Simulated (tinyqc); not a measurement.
Regular and subregular solution with a miscibility gap: one step, computed by the program tinyqc.

Per mole of mixing sites: G(x) = x (1 - x) [L0 + L1 (1 - 2x)] + R T [x ln x + (1 - x) ln(1 - x)], x the fraction of B.

Task: First Newton step for the common tangent. G' = L0 (1 - 2x) + L1 (1 - 6x + 6x^2) + R T ln[x/(1 - x)]; G'' = -2 L0 - 6 L1 (1 - 2x) + R T/[x (1 - x)]. Common tangent: F1 = G'(x1) - G'(x2) = 0 and F2 = [G - x G'](x1) - [G - x G'](x2) = 0. Newton step: J = [[G''(x1), -G''(x2)], [-x1 G''(x1), x2 G''(x2)]], J dx = -F; a step that would leave 0 < x < 1 is halved until it stays inside. The start is x1 = s0, x2 = 1 - s0.

Inputs (values chosen for the exercise, for a model alloy): asymmetry L1 = 0 kJ/mol; temperature T = 1118 K; start value s0 = 0.01.

L0 = 24.5 kJ/mol

Constants: R = 8.314462618 J/(mol K).

Give: F; J; new (x1, x2).

Result:

F (kJ/mol): F1 -37.409, F2 18.704

J (kJ/mol):
```
,1,2
1,889.95,-889.95
2,-8.90,881.05
```

new (x1, x2): [0.03102, 0.96898]
